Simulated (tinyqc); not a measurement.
The width of the window: equation-of-state fits to an energy-volume table made by a known binding curve. Computed by tinyqc, a small Python program. Command: `OMP_NUM_THREADS=1 python tinyqc.py 3023140 3023141 out.jsonl eosfit walk`. One thread of a shared host (Intel(R) Xeon(R) Processor @ 2.30GHz), about 0.03 s of CPU time with the checks.

With x = (V/V_0)^(1/3), the energy per atom is E = -D [1 + eta (x - 1)] exp(-eta (x - 1)), so that B0 = D eta^2/(9 V_0) and B' = 1 + 2 eta/3. B' = dB/dP at P = 0.

Inputs (values chosen for the exercise, for a model crystal): cohesive energy D = 4.56 eV/atom; true volume V_0 = 15.3 angstrom^3/atom; stiffness eta = 7.18; shift of the window centre s = -0.027; points N = 5; compression V/V_0 for the pressure test = 0.7; noise amplitude = 0.3 meV.

Binding curve: universal binding. Noise: added.

Constants: 1 eV/angstrom^3 = 160.2176634 GPa.

Method:
- B0 and B' from the formulas above; P = -dE/dV at V = c V_0 (c the compression chosen), from the curve itself.
- Table: V_j = V_0 [1 + s + w (2 j/(N - 1) - 1)], j = 0..N-1, rounded to 0.001; E_j from the curve plus the noise amplitude times the listed numbers xi_j (xi_0 first), rounded to 1e-7 eV.
- Murnaghan: E = E0 + (B0 V/B') [(V0/V)^B'/(B' - 1) + 1] - B0 V0/(B' - 1), P = (B0/B') [(V0/V)^B' - 1].
- Birch-Murnaghan: E = E0 + (9 V0 B0/16) [y^3 B' + y^2 (2 - 4 y)], y = (V0/V)^(2/3) - 1; P = (3 B0/2) (x^7 - x^5) [1 + (3/4)(B' - 4)(x^2 - 1)], x = (V0/V)^(1/3).
- Vinet: E = E0 + (9 B0 V0/h^2) {1 + [h (1 - x) - 1] exp(h (1 - x))}, P = 3 B0 (1 - x) x^-2 exp(h (1 - x)), x = (V/V0)^(1/3), h = (3/2)(B' - 1).
- All are least-squares fits to the energies; for polynomials in V, B0 = V E'' and B' = -1 - V E'''/E'' at the minimum.
- The table is made anew for each w.

numbers xi_j, drawn evenly from -1 to 1: [0.4299, -0.4107, -0.9783, -0.1057, -0.6923]

exact B0 = 273.521 GPa

exact B' = 5.78667

Errors (%):
```
w     B0, parabola  B0, cubic  B0, Murnaghan  B0, Birch-Murnaghan  B0, Vinet  B', Birch-Murnaghan
0.03        21.573     -8.473         -4.949               -5.842     -5.578               45.578
0.05        21.594     -1.771         -0.790               -0.996     -1.002                8.173
0.08        23.534      1.207         -0.344               -0.213     -0.176                1.007
0.12        28.119      5.506         -0.874               -0.204     -0.029               -0.669
0.16        34.878     11.565         -1.751               -0.380     -0.004               -1.247
0.22        49.555     24.805         -3.462               -0.797      0.003               -1.875
```

The Birch-Murnaghan error of B0 is smallest among these at w = 0.12 (0.204 % in size); it is 5.842 % at the narrowest and 0.797 % at the widest. A narrow window magnifies the noise, since the energy range shrinks as w^2, and a wide one exposes the form. The Vinet form is the binding curve itself here, so its error comes from noise and rounding alone. At the widest window the errors of B0 are +49.6 % for the parabola and +24.8 % for the cubic in V.

Extremes, crossings and ranges named in words are read from the listed rows.
